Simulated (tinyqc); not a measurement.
Trap density from one capacitance.

Problem. Traps spread evenly through the insulator exchange electrons with the semiconductor by tunnelling, with tau(x) = t0 exp(2 ka x) at depth x from the interface. The admittance per area Y seen at depth x obeys dY/dx = -Y^2/(i w eps0 eox) + q Nb ln(1 + i w tau)/tau, with Y(0) = i w Cs and w = 2 pi f; the gate sees Y(tox) = G + i w C. Working variable y = Y/(i w), in uF/cm^2. Cox = eps0 eox/tox. Find Nb and G/w.

Inputs (values chosen for the exercise): relative permittivity of the insulator eox = 19.7; insulator thickness tox = 5.4 nm; semiconductor capacitance in accumulation Cs = 3.3 uF/cm^2; decay constant of the wave function in the insulator ka = 6.3 1/nm; time constant of a trap at the interface t0 = 6e-9 s; frequency f = 1000 Hz.

Constants: q = 1.602176634e-19 C, eps0 = 8.8541878128e-14 F/cm where lengths are in cm. Results are converted to the units shown.

C = 2.0563880 uF/cm^2

Solution. C rises steadily with Nb, so one density matches; in practice ka and t0 must come from the frequency dependence.

Nb = 1.300e20 cm^-3 eV^-1
G/w = 0.05712 uF/cm^2

tinyqc, about 0.4 s, one thread, Intel Xeon 2.30GHz (shared host): `OMP_NUM_THREADS=1 python tinyqc.py 2202069 2202070 out.jsonl`
